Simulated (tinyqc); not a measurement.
Threshold-voltage variability of a planar MOSFET, analytic estimates: two steps of the calculation.

Three independent sources add in quadrature: random dopants in the depleted layer, metal-gate grains of two orientations, and roughness of the two gate edges acting through the roll-off VT = VT(long) - Vr exp(-L/l). These are first-order estimates: no three-dimensional electrostatics, no percolation.

Values chosen for this exercise; material values those of a made-up semiconductor:
- T = 300 K (temperature)
- n = 1.16 (subthreshold factor)
- gI = 10 1/V (gm/I of a matched pair)
- sb = 2.7 % (spread of the gain factor of one device)
- Nb = 268435456 (number of cells)
- Y = 0.64 (wanted yield)

Constants: q = 1.602176634e-19 C, kB = 1.380649e-23 J/K, Vt = kB T/q. Results are converted to the units shown.

Problem 1. Total spread, mismatch and leakage. s = sqrt(s1^2 + s2^2 + s3^2). For a pair: s(dVT) = sqrt(2) s; current mismatch sqrt(2) sqrt((gI s)^2 + sb^2); input offset = current mismatch/gI. For a Gaussian VT the off current is log-normal with mean/median = exp(s^2/(2 (n Vt)^2)).

s1 = 8.5143686 mV
s2 = 7.6376262 mV
s3 = 1.2739140 mV

Wanted: s; s(dVT); current mismatch; input offset; mean/median of Ioff.

Solution 1.

s = 11.51 mV
s(dVT) = 16.28 mV
current mismatch = 16.72 %
input offset = 16.72 mV
mean/median of Ioff = 1.076

Problem 2. Margin in standard deviations for the wanted yield. Cells fail independently with probability Q(k) = erfc(k/sqrt(2))/2 when the margin is k standard deviations, and Y = exp(-Nb Q(k)). phi = exp(-k^2/2)/sqrt(2 pi). Newton steps on ln Q(k) = ln(-ln(Y)/Nb): k(new) = k + [ln Q - ln(-ln(Y)/Nb)] Q/phi.

k after iteration 1 = 7.1446173

Wanted: Q(k); phi; k after iteration 2.

Solution 2.

Q(k) = 4.5123e-13
phi = 3.2848e-12
k after iteration 2 = 6.0165

Program tinyqc, `OMP_NUM_THREADS=1 python tinyqc.py 2090040 2090041 out.jsonl`; Intel Xeon 2.30GHz, shared host, one thread, about 0.01 s.
